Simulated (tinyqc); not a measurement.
## Electron density from the centroid

Question. In the Fang-Howard model the centroid is 3/b with b^3 = 6 (mz1/C) q (Nd + 11 Ns/32)/(eps0 eps_r), C = hbar^2/(2 m0), the field in eV/nm. Find b and Ns.

Values chosen for this exercise; masses and permittivity close to those of In0.53Ga0.47As: relative permittivity eps_r = 14; mass along z of valley set A (1 valley(s)) mz1 = 0.0404 m0; sheet density of depletion charge Nd = 1.6e11 cm^-2.

Constants: q = 1.602176634e-19 C, hbar = 1.054571817e-34 J s, m0 = 9.1093837015e-31 kg, eps0 = 8.8541878128e-14 F/cm where lengths are in cm, hbar^2/(2 m0) = 0.0380998212 eV nm^2. Results are converted to the units shown.

centroid = 8.3083539 nm

Answer. b = 3/centroid gives Nd + 11 Ns/32, from which the depletion charge is taken off.

b = 0.3611 1/nm
Ns = 1.200e12 cm^-2

Program tinyqc, `OMP_NUM_THREADS=1 python tinyqc.py 2160041 2160042 out.jsonl`; Intel Xeon 2.30GHz, shared host, one thread, about 0.4 s.
